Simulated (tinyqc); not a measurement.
# Changing the temperature T

Model: order-disorder in a binary alloy on two sublattices: Bragg-Williams and pair (quasi-chemical) approximations. Computed by tinyqc, a small Python program. Command: `OMP_NUM_THREADS=1 python tinyqc.py 3019458 3019459 out.jsonl order sweep`. One thread of a shared host (Intel(R) Xeon(R) Processor @ 2.30GHz), about 0.01 s of CPU time with the checks.

All z = 6 neighbours of a site lie on the other sublattice. B fills the sublattices with x + eta/2 and x - eta/2; energies are per site, from the pure components: u = -z w y with y the probability of an A-B bond taken in one order.

Inputs (values chosen for the exercise, for a model alloy): ordering energy w = (e_AA + e_BB)/2 - e_AB = 20.3 meV; fraction x of B = 0.46.

Lattice: simple cubic (z = 6). Method: plain iteration, 400 steps.

scattering factors f_A, f_B (electrons): 13  50

Constants: k_B = 8.617333262e-05 eV/K.

Method:
- Bragg-Williams: u = -z w [x (1 - x) + eta^2/4]; minimising f gives ln[a (1 - b)/(b (1 - a))] = 2 z w eta/(k_B T) =: ln Q, a = x + eta/2, b = x - eta/2. For given Q this is a quadratic for eta, (Q - 1) eta^2/4 - (Q + 1) eta/2 + (Q - 1) x (1 - x) = 0, smaller root: the map eta -> phi(eta).
- Plain iteration eta = phi(eta), 400 steps at most; start at 0.999 times 2x; stop when |phi - eta| < 1e-10.
- a = x + eta/2, b = x - eta/2; u = -z w [x (1 - x) + eta^2/4]; s/k_B = [s2(a) + s2(b)]/2, s2(c) = -c ln c - (1 - c) ln(1 - c); gain on ordering = f(eta) - f(0), f = u - T s. Superlattice over fundamental intensity = [eta (f_B - f_A)/2]^2/[(1 - x) f_A + x f_B]^2.

One run for each value:

| temperature T (K) | order parameter eta | B fraction on the A sublattice | entropy s (k_B/site) | gain on ordering (meV/site) | intensity ratio |
|---|---|---|---|---|---|
| 192 | 0.91997 | 1.5070e-05 | 0.13949 | -1.6664e+01 | 0.32142 |
| 253 | 0.91921 | 3.9601e-04 | 0.14162 | -1.3774e+01 | 0.32089 |
| 314 | 0.91412 | 2.9396e-03 | 0.15298 | -1.0915e+01 | 0.31734 |
| 375 | 0.89729 | 1.1353e-02 | 0.18389 | -8.1634e+00 | 0.30577 |
| 436 | 0.86057 | 2.9714e-02 | 0.23983 | -5.6394e+00 | 0.28125 |
| 498 | 0.79643 | 6.1784e-02 | 0.32002 | -3.4395e+00 | 0.24089 |
| 559 | 0.69974 | 1.1013e-01 | 0.41660 | -1.7422e+00 | 0.18595 |
| 620 | 0.55352 | 1.8324e-01 | 0.52634 | -5.8873e-01 | 0.11636 |
| 681 | 0.29234 | 3.1383e-01 | 0.64628 | -4.0014e-02 | 0.03246 |

Over the rows, order parameter eta falls from 0.920 to 0.292 (exponent d ln y / d ln x -0.0030 between the first rows and -6.8 between the last); B fraction on the A sublattice rises from 1.51e-5 to 0.314 (exponent d ln y / d ln x 12 between the first rows and 5.7 between the last); entropy s (k_B/site) rises from 0.139 to 0.646 (exponent d ln y / d ln x 0.055 between the first rows and 2.2 between the last). Near T_c mean-field theory gives eta^2 linear in T_c - T; from the last two rows eta^2 extrapolates to zero at 704.6 K, against T_c = 702.2 K.

Caution (rows 498, 559, 620, 681): T is near or above the T_c of the better pair approximation, so the true long-range order is lower than Bragg-Williams gives.
